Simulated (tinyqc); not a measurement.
Interface roughness in a thin film (subband fluctuation and scattering): sweeps and comparisons. A value that a table varies takes the place of the one given here.

Square well of width t, barriers V0, c = hbar^2/2m0: E1 solves k t + 2 atan[(k/mz)/(kappa/mb)] = pi, k = sqrt(mz E/c), kappa = sqrt(mb (V0 - E)/c). One interface is rough, so the subband edge fluctuates by G dt with G = |dE1/dt| (central difference of 0.01 angstrom; 2 E1/t for hard walls).

Gaussian roughness spectrum S(q) = pi D^2 Lc^2 exp(-q^2 Lc^2/4). Degenerate gas, taken to fill one subband (the second starts to fill once c kF^2/md exceeds E2 - E1, which is not tested here): kF = sqrt(2 pi Ns/gv), q = 2 kF sin(theta/2), 1/tau = (md/(2 pi c hbar)) G^2 times the integral from 0 to pi of S(q)(1 - cos theta)/eps(q)^2 dtheta, eps(q) = 1 + qs/q with screening (qs = gv md q0/(c eps), q0 = e^2/(4 pi eps0), form factors left out, which overstates the screening; other scattering is left out too, so these values lie far above measured mobilities in all but the thinnest films) or 1 without; mobility = tau c2/md with c2 = e/m0 = 1.75882e15 cm^2/(V s^2); 1e12/cm^2 = 1e-4/angstrom^2.

Constants: hbar^2/2m0 = 3.80998211 eV angstrom^2; hbar = 6.58211957e-16 eV s; e^2/(4 pi eps0) = 14.39964547 eV angstrom.

Values chosen for the exercise (near those of a thin InGaAs channel; shifted at random, so the results belong to these values and not to a real crystal): mz = 0.044 m0 (confinement mass); V0 = 1.94 eV (barrier); mb = 0.23 m0 (barrier mass); md = 0.046 m0 (mass in the plane); gv = 1 (valleys); D = 1.5 angstrom (rms height of the roughness); Lc = 46 angstrom (correlation length); Ns = 0.66 x 1e12/cm^2 (sheet density); eps = 10.6 (mean dielectric constant at the channel); ts = (28, 35, 42, 50, 62, 80, 105) angstrom (thicknesses); t = 50 angstrom (film thickness); Ll = (5, 10, 16, 25, 40, 65, 100) angstrom (correlation lengths).

## The sixth-power law

Screened mobility against thickness for the finite barrier and for hard walls.

Results:
```
t (angstrom)  E1 (meV)  G (meV/angstrom)  mobility (cm^2/(V s))  the same, hard walls
28               288.5            11.939               8.46e+03                   199
35               221.0             7.768               2.00e+04                   759
42               175.7             5.391               4.15e+04              2.26e+03
50               139.6             3.757               8.54e+04              6.45e+03
62               103.7             2.368               2.15e+05              2.34e+04
80                71.6             1.339               6.73e+05              1.08e+05
105               47.1             0.708               2.40e+06              5.53e+05
```

With hard walls G goes as 1/t^3 and the mobility as t^6. With the finite barrier the local exponent is 3.85 at the thin end and 4.68 at the thick end, since the envelope leaks out and softens the dependence. The least value is 8.46e+03 cm^2/(V s). The gate field, which also presses carriers to the interface, is left out. Up to t = 28 angstrom G D exceeds half of EF - E1, where the Born rate fails.

## Correlation length

Fixed D; bare and screened mobility.

Results:
```
Lc (angstrom)  kF Lc  bare mobility (cm^2/(V s))  screened mobility (cm^2/(V s))
5               0.10                    1.68e+06                        3.72e+06
10              0.20                    4.31e+05                        9.53e+05
16              0.33                    1.77e+05                        3.92e+05
25              0.51                    8.10e+04                        1.81e+05
40              0.81                    4.23e+04                        9.62e+04
65              1.32                    3.30e+04                        7.98e+04
100             2.04                    4.76e+04                        1.40e+05
```

The bare mobility is lowest at Lc = 65 angstrom of those listed (kF Lc = 1.32). The screened mobility is lowest at Lc = 65 angstrom of those listed (kF Lc = 1.32). Short roughness averages out (mobility as 1/Lc^2; the first two rows give exponent -1.97), and long roughness deflects only by small angles (bare mobility rising as Lc; the last two rows give 0.85).

## What each parameter does

G, G D, and the screened mobility. Each row changes one parameter from the base and keeps the others.

Results:
```
case                   G (meV/angstrom)  G D (meV)  mobility (cm^2/(V s))
base                              3.757       5.64              8.539e+04
t = 56 angstrom                   2.953       4.43              1.383e+05
D = 1.95 angstrom                 3.757       7.33              5.053e+04
Lc = 54 angstrom                  3.757       5.64              7.897e+04
Ns = 1.06 x 1e12/cm^2             3.757       5.64              1.082e+05
mz = 0.051 m0                     3.660       5.49              9.001e+04
md = 0.053 m0                     3.757       5.64              7.093e+04
V0 = 1.36 eV                      3.185       4.78              1.188e+05
eps = 12.7                        3.757       5.64              7.631e+04
```

The largest shifts from the base row, up to three for each result and ties (the steps differ in size, so this ranks the rows, not the parameters). G (meV/angstrom): t -0.804, V0 -0.572, mz -0.098; unchanged at the printed digits by D, Lc, Ns, md and eps. G D (meV): D +1.69, t -1.21, V0 -0.86; unchanged at the printed digits by Lc, Ns, md and eps. mobility (cm^2/(V s)): t +5.29e+04, D -3.49e+04, V0 +3.34e+04. In the base case G D is 0.16 times EF - E1 = 34.3 meV.

Computed by tinyqc, a small Python program: `OMP_NUM_THREADS=1 python tinyqc.py 1282696 1282697 out.jsonl` (the numbers bound the seed that draws the inputs); one thread of a shared host (Intel(R) Xeon(R) Processor @ 2.30GHz), about 0.01 s for the whole set of steps.
